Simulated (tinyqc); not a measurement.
Inside a calculation. Model: elastic strain and critical thickness of a cubic alloy layer A(1-x)B(x) on a thick substrate. Computed by tinyqc, a small Python program that keeps every step. Command: `OMP_NUM_THREADS=1 python tinyqc.py 3029416 3029417 out.jsonl misfit walk`. One thread of a shared host (Intel(R) Xeon(R) Processor @ 2.30GHz), about 0.01 s of CPU time with the checks. Intermediate numbers are printed to about 5 digits and carried at full precision; extremes and crossings named in words are read from the listed rows.

Strain is positive in tension. The layer is coherent with the substrate unless said otherwise.

Inputs (values chosen for the exercise, for a model alloy):
```
quantity                           value      unit
fraction x of B                     0.66         -
lattice constant a_A               5.431  angstrom
lattice constant a_B               5.658  angstrom
substrate lattice constant a_S     5.428  angstrom
layer thickness h                     47        nm
X-ray wavelength                1.540593  angstrom
start of the iteration h0/b          0.2         -
```

Growth plane: (111). Layer: buried under a thick cap. Misfit dislocation: 60-degree.

C11, C12, C44 of A (GPa): 166  67.73  80.3

C11, C12, C44 of B (GPa): 142.4  51.03  63.82

## Alloy by Vegard's rule, and misfit

a = (1 - x) a_A + x a_B, the same rule for each C_ij; misfit f = (a_S - a)/a, the in-plane strain of the coherent layer.

free lattice constant a = 5.58082 angstrom

elastic constants (GPa): C11 150.4240, C12 56.7080, C44 69.4232

misfit f = -0.027383

The layer is compressed in the plane by 2.74 %.

## Biaxial strain, stress and energy

(111): D = 2 (C11 + 2 C12 - 2 C44)/(C11 + 2 C12 + 4 C44), M = 6 C44 (C11 + 2 C12)/(C11 + 2 C12 + 4 C44). The free surface carries no normal stress, so e_perp = -D f; dV/V = 2 f + e_perp; stress = M f; energy per area = M f^2 h (1 GPa nm = 1 J/m^2).

ratio D = 0.46163

normal strain e_perp = 0.012641

volume strain dV/V = -0.042125

biaxial modulus M = 202.94 GPa

in-plane stress = -5.5572 GPa

strain energy per area = 7.1521 J/m^2

Caution: above about 2 % misfit, linear elasticity is rough and compressed layers tend to form islands before dislocations.

## Symmetric X-ray reflection

Reflection 111: d = a_perp/sqrt(3), with a_perp = a (1 + e_perp) for the coherent layer, a for the relaxed layer and a_S for the substrate; sin(theta) = lambda/(2 d).

Bragg angles:
```
crystal         a_perp (angstrom)  theta (degrees)  from substrate (arcsec)
substrate                  5.4280           14.229                      0.0
coherent layer             5.6514           13.655                  -2064.7
relaxed layer              5.5808           13.832                  -1431.0
```

peak separation of the coherent layer = -2064.7 arcsec

The coherent layer lies 1.44 times as far from the substrate peak as a relaxed one, about 1 + D = 1.46: reading its peak as relaxed would overstate the mismatch by that factor.

## Isotropic constants and the prefactor A

Voigt averages: G = (C11 - C12 + 3 C44)/5, B = (C11 + 2 C12)/3, nu = (3 B - 2 G)/(2 (3 B + G)); b = a/sqrt(2). The 60-degree dislocation has cos alpha = 1/2, and cos lambda = sqrt(3)/6 on (111), for glide on an inclined {111} plane. Matthews-Blakeslee: h_c = A [ln(h_c/b) + 1], A = b (1 - nu cos^2 alpha)/(4 pi |f| (1 + nu) cos lambda), the factor 4 pi being that of a buried layer, with a dislocation at both interfaces.

shear modulus G = 60.39712 GPa

Poisson ratio nu = 0.22059

Burgers vector b = 0.39462 nm

prefactor A = 3.0752 nm

## Critical thickness by fixed-point iteration

Start at h0, put the right side back in, and stop when the change is below 1e-9 h or h turns negative.

Iteration:
```
step  h in (nm)  h out (nm)  change (nm)
1      0.078925     -1.8742      -1.9531
```

critical thickness h_c (Matthews-Blakeslee) = -1.8742 nm

The start lies below the lower, unphysical root of the equation, so h falls and turns negative, where the logarithm fails.

Reruns converge with start of the iteration h0/b = 20.0; or with start of the iteration h0/b = 1.0.

Checks made by the program: D and M against the full stiffness tensor (relative difference below 1e-10).
